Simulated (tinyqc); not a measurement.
Comparisons within one model: optical gain and spontaneous emission in a bulk direct-gap semiconductor. A value that a table varies takes the place of the one given here.

Parabolic bands, vertical transitions, no excitons. For each hole band j: mr = me mj/(me + mj); joint density of states J_j(E) = (mr/c)^(3/2) sqrt(E - Eg)/(2 pi^2), both spins, c = hbar^2/2m0; averaged matrix element |e.p|^2 = m0 Ep/6; alpha_j(E) = 4 pi^2 alpha_f c Ep J_j/(3 nr E) in 1/angstrom (alpha_f the fine-structure constant, listed as alpha among the constants), times 1e8 for 1/cm.

F_j(eta) = (1/Gamma(j + 1)) integral_0^infinity x^j dx/(1 + exp(x - eta)), which tends to exp(eta) for eta << 0.

Quasi-Fermi levels: n = Nc F_1/2(Fc/kT) and p = Nv F_1/2(Fv/kT), Fc counted up from the conduction edge and Fv down from the valence edge; Nc, Nv from N = 2 (m kB T/(4 pi c))^(3/2) with c = hbar^2/2m0, in 1/angstrom^3; times 1e24 for 1/cm^3, with me and (mhh^(3/2) + mlh^(3/2))^(2/3).

For band j the electron sits at Ee = (E - Eg) mr/me above its edge and the hole at Eh = (E - Eg) mr/mj; fe = 1/(1 + exp((Ee - Fc)/kT)), fh = 1/(1 + exp((Eh - Fv)/kT)); gain g = sum_j alpha_j (fe + fh - 1).

Spontaneous rate: R = integral of (nr E/(hbar c))^2/(pi^2 hbar) sum_j alpha_j fe fh dE, with alpha in 1/cm and (nr E/(hbar c))^2 in 1/cm^2 (1e16 per 1/angstrom^2); B = R/(n p); lifetime n/R.

Constants: hbar^2/2m0 = 3.80998211 eV angstrom^2; fine-structure constant alpha = 0.007297352564; kB = 8.617333262e-05 eV/K; hbar = 6.58211957e-16 eV s; hbar c = 1973.269805 eV angstrom.

Parameters, chosen for this exercise (near those of InGaAs; the results hold for these values, not for the real material):
- Eg = 0.744 eV (direct gap)
- me = 0.0419 m0 (electron mass)
- mhh = 0.464 m0 (heavy-hole mass)
- mlh = 0.0538 m0 (light-hole mass)
- Ep = 23.3 eV (Kane energy)
- nr = 3.57 (refractive index)
- T = 350 K
- n = 1.7e+18 1/cm^3 (injected density, n = p)

## Peak gain against injection

The peak is the largest g over E; a dash marks no gain.

Gain:
```
n (1/cm^3),Fc (eV),Fv (eV),peak gain (1/cm),peak E - Eg (eV),B (cm^3/s)
4.6e+17,0.0336,-0.0935,-,-,1.07e-10
7.4e+17,0.0583,-0.0789,-,-,1.01e-10
1.1e+18,0.0833,-0.0666,50,0.0058,9.54e-11
1.3e+18,0.0954,-0.0614,139,0.0124,9.26e-11
1.7e+18,0.1173,-0.0529,337,0.0250,8.75e-11
2.1e+18,0.1370,-0.0461,532,0.0367,8.33e-11
2.8e+18,0.1683,-0.0367,845,0.0549,7.73e-11
3.7e+18,0.2045,-0.0274,1195,0.0742,7.13e-11
```

transparency density (Fc + Fv = 0) = 9.27e+17 1/cm^3

How do the results move?

Gain starts at 9.27e+17 1/cm^3, where Fc = -Fv = 0.0719 eV: with Nv/Nc = 38 the electrons must be degenerate before the holes are. The slope of peak gain against n is 4.46e-16 cm^2 between the first two rows with gain and 3.89e-16 between the last two; the peak moves from 0.0058 to 0.0742 eV above the gap as the bands fill, and B falls by a factor 1.50. Line broadening and gap shrinkage are left out.

## Gain spectrum

At the density n.

Spectrum:
```
E - Eg (eV),"alpha, empty (1/cm)","fe, heavy","fh, heavy",g (1/cm)
0.005,1712,0.977,0.146,207
0.010,2405,0.973,0.144,274
0.020,3357,0.964,0.141,331
0.030,4058,0.951,0.138,332
0.045,4876,0.925,0.133,251
0.060,5525,0.887,0.128,73
0.080,6225,0.811,0.122,-347
0.100,6795,0.700,0.116,-1015
0.130,7481,0.484,0.108,-2457
0.170,8181,0.217,0.098,-4616
0.220,8824,0.057,0.087,-6668
```

Fc + Fv = 0.0644 eV

How do the results move?

g is positive below E - Eg = 0.0644 eV; the largest value listed is 332 1/cm at 0.030 eV. At 0.220 eV above the gap g is -0.76 times the absorption of the empty crystal, whose limit is -1.

## Transparency density and B against temperature

Eg is held fixed; B is taken at n = 1e15 1/cm^3.

Results:
```
T (K),transparency density (1/cm^3),Fc/kT there,B (cm^3/s)
100,1.42e+17,2.385,7.45e-10
150,2.60e+17,2.385,4.09e-10
200,4.00e+17,2.385,2.68e-10
250,5.60e+17,2.385,1.93e-10
300,7.36e+17,2.385,1.48e-10
350,9.27e+17,2.385,1.19e-10
400,1.13e+18,2.385,9.80e-11
500,1.58e+18,2.385,7.13e-11
```

How do the results move?

Fc/kT at transparency stays at 2.385, since it depends on Nv/Nc alone, so the density goes as T^1.50. B goes as T^-1.46, against T^-1.5 for non-degenerate carriers: hot carriers spread over k and fewer pairs share a wave vector.

## What moves transparency and gain

Transparency is Fc + Fv = 0; the peak is the largest g over E at the density n (0 if none). Each row changes one parameter from the base and keeps the others.

Results:
```
case,transparency density (1/cm^3),Fc + Fv (eV),peak gain (1/cm)
base,9.27e+17,0.0644,337
me = 0.0482 m0,1.07e+18,0.0470,293
mhh = 0.278 m0,7.23e+17,0.0881,735
Ep = 25.6 eV,9.27e+17,0.0644,370
T = 390 K,1.09e+18,0.0508,221
n = 2.21e+18 1/cm^3,9.27e+17,0.0978,584
nr = 3.75,9.27e+17,0.0644,321
```

How do the results move?

The largest shifts from the base row, up to three for each result and ties (the steps differ in size, so this ranks the rows, not the parameters). transparency density (1/cm^3): mhh -2.04e+17, T +1.63e+17, me +1.40e+17; unchanged at the printed digits by Ep, n and nr. Fc + Fv (eV): n +0.0334, mhh +0.0237, me -0.0174; unchanged at the printed digits by Ep and nr. peak gain (1/cm): mhh +398, n +247, T -116.

Computed by tinyqc, a small Python program: `OMP_NUM_THREADS=1 python tinyqc.py 1681234 1681235 out.jsonl` (the numbers bound the seed that draws the inputs); one thread of a shared host (Intel(R) Xeon(R) Processor @ 2.30GHz), about 0.09 s for the whole set of steps.
